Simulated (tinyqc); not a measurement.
# One rectangular barrier with mass mismatch, transfer matrices: what changes with what

One electron of energy E comes from the left lead (band edge 0); no transverse momentum. Parabolic bands, masses in units of m0, C = hbar^2/(2 m0); psi and psi'/m are continuous at every interface. The right lead equals the left one.

Values chosen for this exercise; masses and offsets close to those of GaN wells and AlGaN barriers: mass in the left lead mL = 0.2 m0; barrier height U1 = 0.6 eV; barrier mass m1 = 0.27 m0; barrier width d1 = 0.9 nm; electron energy E = 0.928 eV.

Constants: q = 1.602176634e-19 C, hbar = 1.054571817e-34 J s, m0 = 9.1093837015e-31 kg, hbar^2/(2 m0) = 0.0380998212 eV nm^2. Results are converted to the units shown.

Each table varies one quantity; the others keep the values above.

## Effect of the barrier mass and of the matching rule

For the pair (psi, psi'/m) a flat layer has M = [[cos kd, (m/k) sin kd], [-(k/m) sin kd, cos kd]] with k = sqrt(m (E - U)/C) above its edge U, and M = [[cosh Kd, (m/K) sinh Kd], [(K/m) sinh Kd, cosh Kd]] with K = sqrt(m (U - E)/C) below it. The matrices are multiplied with later layers to the left. With M acting on (psi, psi'/m) and v = k/m in each lead, T(E) = 4 vL vR/[(vL vR M12 - M21)^2 + (vR M11 + vL M22)^2]. The second column matches psi and psi' without the mass (every m outside k and K set to 1), which is not the envelope-function rule when the masses differ.

Results:
```
m1 (m0)  T(E), psi'/m matched  T(E), psi' matched   ratio
0.12                   0.9569              0.6851  0.7160
0.15                   0.9025              0.7294  0.8082
0.25                   0.7008              0.8580   1.224
0.31                   0.6072              0.9155   1.508
0.4                    0.5130              0.9708   1.892
0.5                    0.4561              0.9965   2.185
0.63                   0.4320              0.9978   2.310
```

Estimate the missing row, m1 = 0.2 m0.

Computed row:
```
m1 (m0)  T(E), psi'/m matched  T(E), psi' matched  ratio
0.2                    0.7981              0.7981  1.000
```

With this row back in the table: With psi'/m matched, T(E) falls from 0.957 to 0.432. The other rule gives 0.716 times that in the first row and 2.31 times in the last; the two rules coincide at m1 = mL = 0.2.

## Transmission against energy

Same model as above.

The last column is exp(-2 sum K d) over the layers with U > E.

Transmission against energy:
```
E (eV)      T(E)  exp(-2 sum K d)
0.048   0.043353         0.028436
0.142    0.12338         0.039053
0.236    0.19863         0.055522
0.329    0.26967         0.082541
0.423    0.33877          0.13319
0.517    0.40548          0.25146
0.611    0.46986           1.0000
0.705    0.53175           1.0000
0.799    0.59083           1.0000
0.892    0.64615           1.0000
0.986    0.69848           1.0000
1.08     0.74684           1.0000
```

T(E) runs from 0.0434 at 0.048 eV to 0.747 at 1.08 eV; among the rows its largest value is 0.747 at 1.08 eV. Below the barrier the ratio to exp(-2Kd) lies between 1.52 and 3.58: that is the prefactor which WKB sets to 1. Above the barrier T(E) is as low as 0.470 in these rows: both interfaces reflect, and the reflections cancel only where k d is a multiple of pi.

Range of the model: Masses are held fixed, although real bands cease to be parabolic a few tenths of an eV from their edges (inside a barrier too).

Program tinyqc, `OMP_NUM_THREADS=1 python tinyqc.py 2560027 2560028 out.jsonl`; Intel Xeon 2.30GHz, shared host, one thread, about 0.01 s.
